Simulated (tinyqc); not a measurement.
Vertical double-diffused power MOSFET, components of the on-resistance: On-resistance against the channel mobility.

Stripe cells of pitch Wp + a, two channels a cell. Current flows through the channels, spreads in the accumulation layer, passes the gap between the p bodies and spreads at 45 degrees into the drift layer below them. Low drain voltage, full ionisation.

Triangular field at breakdown with Ec = Kc N^(1/8): BV = eps0 eps_r Ec^2/(2 q N), so N = (eps0 eps_r Kc^2/(2 q BV))^(4/3); W = 2 BV/Ec; mu = mud (T/300 K)^(-bt); rho = 1/(q mu N); ideal resistance rho W. Pitch p = Wp + a, Cox = 3.9 eps0/tox; zero-bias depletion in the gap w0 = sqrt(2 eps0 eps_r Vbi/(q N Nj)), open gap g = a - 2 w0; R_ch = Lc p/(2 mch Cox Vov); R_acc = 0.6 a p/(4 mac Cox Vov), 0.6 being an empirical factor for current leaving the layer along its length; R_gap = (rho/Nj) xp p/g; spreading depth t = min(W, (p - g)/2); R_drift = (rho p/2) ln((g + 2 t)/g) + rho (W - t); R_on = the sum with Rs.

Values chosen for this exercise; bulk values close to those of gallium nitride: temperature T = 300 K; relative permittivity eps_r = 9.62; critical-field constant Kc = 25200 V/cm per (cm^-3)^(1/8); rated breakdown voltage of the drift layer BV = 6500 V; drift mobility at 300 K mud = 917 cm^2/(V s); temperature exponent of the drift mobility bt = 2; gate oxide thickness (eps_r 3.9) tox = 32 nm; gate overdrive Vov = 13 V; accumulation-layer mobility mac = 160 cm^2/(V s); channel length Lc = 1.4 um; width of the p body in one cell, channels included Wp = 3.8 um; gap between neighbouring p bodies a = 2.5 um; depth of the p body xp = 1 um; doping of the gap over the drift doping Nj = 5; built-in voltage of the body junction Vbi = 3.09 V; substrate and contact resistance Rs = 0.085 mohm cm^2.

Constants: q = 1.602176634e-19 C, eps0 = 8.8541878128e-14 F/cm where lengths are in cm. Results are converted to the units shown.

The same in every row: R_acc (mohm cm^2) = 0.10526; R_gap (mohm cm^2) = 0.41725; R_drift (mohm cm^2) = 27.595; ideal (mohm cm^2) = 26.531.

On-resistance against the channel mobility:
```
mch (cm^2/(V s))  R_ch (mohm cm^2)  R_on (mohm cm^2)  largest term
5                           6.2873            34.490         drift
10                          3.1436            31.346         drift
20                          1.5718            29.774         drift
40                         0.78591            28.988         drift
70                         0.44909            28.651         drift
100                        0.31436            28.517         drift
300                        0.10479            28.307         drift
500                       0.062873            28.265         drift
```

R_on falls from 34.5 to 28.3 mohm cm^2. The drift term is the largest at mch = 5 and in all other rows. R_on is 1.30 times the ideal drift resistance in the first row and 1.07 times in the last.

Numbers from tinyqc (`OMP_NUM_THREADS=1 python tinyqc.py 2230014 2230015 out.jsonl`; about 0.01 s on one thread of a shared Intel Xeon 2.30GHz).
